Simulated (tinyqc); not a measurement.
Surface Green function of a chain with one s and one p orbital a site, Sancho-Rubio decimation: effect of the broadening.

A semi-infinite lead of cells 0, 1, 2, ... with H0 inside a cell and H1 = <cell i|H|cell i + 1>. H1 = [[-vss, vsp], [-vsp, vpp]]. z = E + i eta.

Start with e_s = e = H0, a = H1, b = H1^dagger. Each round: g = (z - e)^(-1); e_s <- e_s + a g b; e <- e + a g b + b g a; a <- a g a; b <- b g b (all with the old a, b). Round k joins cells 2^k apart. Stop when the largest entry of the matrices a and b is below 1e-12 eV; g_s = (z - e_s)^(-1), bulk (z - e)^(-1), density of states -Im Tr/pi. The last column counts the steps of the plain recursion g <- (z - H0 - H1 g H1^dagger)^(-1), one cell a step from g = (z - H0)^(-1), until no entry changes by more than 1e-8 1/eV.

Parameters, values chosen for the exercise: energy E = 1.52 eV.

H0 (eV):
```
	s	p
s	-0.27	0
p	0	0.34
```

H1 (eV):
```
	s	p
s	-1	0.63
p	-0.63	0.86
```

Result of one run:
```
rounds	surface density of states (1/eV)	plain steps
9	0.9503	156
```

Which broadening eta gave this result: 0.3, 0.1, 0.04 or 0.01 eV?

eta = 0.04 eV.

The whole series:
```
eta (eV)	rounds	surface density of states (1/eV)	plain steps
0.3	7	0.4852	23
0.1	8	0.7816	63
0.04	9	0.9503	156
0.02	10	1.018	312
0.01	11	1.055	624
0.004	13	1.077	1562
```

The rounds go from 7 to 13 and the plain steps from 23 to 1562. Inside a band the plain recursion needs a number of steps that grows as 1/eta, the decimation only as log2(1/eta). The density of states tends to 1.093 1/eV as eta goes to zero; the first row is 0.44 times that and the last 1.4 % below it.

tinyqc, about 0.06 s, one thread, Intel Xeon 2.30GHz (shared host): `OMP_NUM_THREADS=1 python tinyqc.py 2680120 2680121 out.jsonl`
